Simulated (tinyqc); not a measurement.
Velocity overshoot from momentum and energy balance equations after a field step: one step, computed by the program tinyqc.

At t = 0 the field jumps from 0 to F in a uniform sample. v is the drift velocity and u = w - (3/2) k_B T the excess energy per carrier.

Question. Constants and steady state. dv/dt = e F/m - v/tau_m(u), du/dt = e F v - u/tau_E, tau_m(u) = tau_0/(1 + c u), tau_0 = m mu_0/e, c = mu_0/(e tau_E v_s^2); this choice gives the steady state v (1 + mu_0 F v/v_s^2) = mu_0 F, which saturates at v_s. Steady velocity v = 2 mu_0 F/(1 + sqrt(1 + 4 (mu_0 F/v_s)^2)); u = e F v tau_E; carrier temperature T + 2u/(3 k_B), neglecting the drift energy m v^2/2.

Inputs (values chosen for the exercise, modelled on electrons in GaN except for tau_E):
```
quantity                      value        unit
effective mass m                0.2         m_0
low-field mobility mu_0        1300  cm^2/(V s)
saturation velocity v_s           2    1e7 cm/s
energy relaxation time tau_E   0.37          ps
field after the step F           69       kV/cm
lattice temperature T           300           K
```

Scheme: explicit Euler.

Constants: m_0 = 9.1093837015e-31 kg; e = 1.602176634e-19 C; k_B = 8.617333262e-05 eV/K.

Give: tau_0; c; acceleration e F/m; steady velocity; steady excess energy; steady carrier temperature.

Answer.

tau_0 = 147.83 fs

c = 8.7838 1/eV

acceleration e F/m = 0.060679 1e7 cm/s per fs

steady velocity = 1.7894 1e7 cm/s

steady excess energy = 0.45684 eV

steady carrier temperature = 3834.3 K

tau_E/tau_0 = 2.50, and in the steady state tau_m has shrunk to 29.5 fs.
